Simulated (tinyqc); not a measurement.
Chemical vapour deposition: Grove model, boundary layer, depletion and step coverage: one step, computed by the program tinyqc. Command: `OMP_NUM_THREADS=1 python tinyqc.py 3011115 3011116 out.jsonl cvd walk`. One thread of a shared host (Intel(R) Xeon(R) Processor @ 2.30GHz), about 0.01 s of CPU time with the checks.

A precursor diffuses to the surface and reacts there at first order; each molecule that reacts adds one formula unit of film.

Problem. Step coverage in a trench. In a long trench of width w and depth l = aspect ratio x w: Knudsen diffusivity D_K = (2w) c/3 (hydraulic diameter 2w), combined as 1/D_e = 1/D_K + 1/D; D_e d2C/dz2 = 2 k_s C/w with D_e dC/dz = -k_s C at the floor. With m = sqrt(2 k_s/(w D_e)): C(floor)/C(top) = 1/[cosh(m l) + (k_s/(D_e m)) sinh(m l)].

Inputs (values chosen for the exercise, close to those used for polysilicon from silane): temperature T = 670 C; trench width w = 0.041 um; aspect ratio of the trench = 73.

Reactor: horizontal, reduced pressure.

mean speed c = 78995.54 cm/s

gas diffusivity D = 27.08050 cm^2/s

surface rate constant k_s = 14.76376 cm/s

Give: Knudsen diffusivity D_K; effective diffusivity D_e; modulus m l; step coverage.

Solution.

Knudsen diffusivity D_K = 0.2159 cm^2/s

effective diffusivity D_e = 0.2142 cm^2/s

modulus m l = 1.735

step coverage = 0.3382

Caution: the hydraulic-diameter form of D_K is rough for a slit.
